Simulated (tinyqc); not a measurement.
Resistance of a source-drain extension with a graded tip: one step of the calculation.

y runs along the channel, the gate covers y > 0. The doping is N0 for y < y0 and N0 10^(-(y - y0)/la) beyond, uniform over the depth xj. Sheet conductance s(y) = q mu(N) max(N - Nch, 0) xj + (for y > 0) ma Cox Vo, with mu(N) = u0 + (u1 - u0)/(1 + (N/Nr)^au) and Cox = eps0 eox/tox. Current is taken as one-dimensional; depletion of the tip, spreading and the contact are left out. The metallurgical junction lies at yj, where N = Nch.

Problem. Sheet resistances and junction position. yj = y0 + la log10(N0/Nch); sheet resistance of the full extension 1/[q mu(N0)(N0 - Nch) xj] and of the gate-induced layer 1/(ma Cox Vo); metallurgical length Lg - 2 yj; ye is where the doped and the gate-induced conductances are equal.

Inputs (values chosen for the exercise); mobility law close to that of holes in silicon:
```
symbol,value,unit,meaning
eox,24.7,,relative permittivity of the gate insulator (close to zirconium oxide)
tox,11,nm,insulator thickness
N0,2.6e20,cm^-3,active doping of the extension far from the gate
la,4.2,nm/decade,lateral abruptness
y0,4.5,nm,position under the gate where the fall begins (gate edge at 0)
xj,11,nm,depth of the extension
Nch,3.5e18,cm^-3,channel doping
Vo,0.46,V,gate overdrive
ma,100,cm^2/(V s),mobility of the gate-induced layer
u1,470.5,cm^2/(V s),mobility at low doping
u0,44.9,cm^2/(V s),mobility at high doping
Nr,2.23e17,cm^-3,reference doping
au,0.719,,exponent
Lg,50,nm,gate length
```

Constants: q = 1.602176634e-19 C, eps0 = 8.8541878128e-14 F/cm where lengths are in cm. Results are converted to the units shown.

Give: yj; sheet resistance of the extension; sheet resistance of the induced layer; metallurgical length; ye; N at ye.

Solution.

yj = 12.358 nm
sheet resistance of the extension = 465.33 ohm/square
sheet resistance of the induced layer = 10934 ohm/square
metallurgical length = 25.284 nm
ye = 10.270 nm
N at ye = 1.0995e19 cm^-3

The gate takes over 2.09 nm before the junction, where N is still 3.14 times the channel doping.

Program tinyqc, `OMP_NUM_THREADS=1 python tinyqc.py 2282254 2282255 out.jsonl`; Intel Xeon 2.30GHz, shared host, one thread, about 0.03 s.
